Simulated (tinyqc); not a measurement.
Pull-up strength from the switching point.

Question. Transistor (EKV form, voltages against the body): I = 2 n b Vt^2 [F(vp - Vs) - F(vp - Vd)] from drain to source, F(v) = ln^2(1 + exp(v/(2 Vt))), vp = (Vg - VT + sg |Vd - Vs|)/n. n-channel bodies are at 0; for the p-channel device all voltages are counted down from Vdd. b in uA/V^2 gives I in uA. In an inverter In(Vg = Vd = VM) equals Ip at the switching point VM. Find bp and the current there.

Inputs (values chosen for the exercise):
- T = 400 K (temperature)
- Vdd = 0.9 V (supply voltage)
- n = 1.35 (slope factor)
- sg = 0.03 (drain-induced barrier lowering)
- VTn = 0.34 V (n-channel threshold)
- VTp = 0.28 V (p-channel threshold (magnitude))
- bn = 240 uA/V^2 (gain factor of the pull-down transistor)

Constants: q = 1.602176634e-19 C, kB = 1.380649e-23 J/K, Vt = kB T/q. Results are converted to the units shown.

VM = 0.467645440 V

Solution. Ip is proportional to bp, so bp is In(VM) over the p-channel current for unit b.

bp = 190.0 uA/V^2
current at VM = 2.277 uA

tinyqc, about 0.03 s, one thread, Intel Xeon 2.30GHz (shared host): `OMP_NUM_THREADS=1 python tinyqc.py 2340087 2340088 out.jsonl`
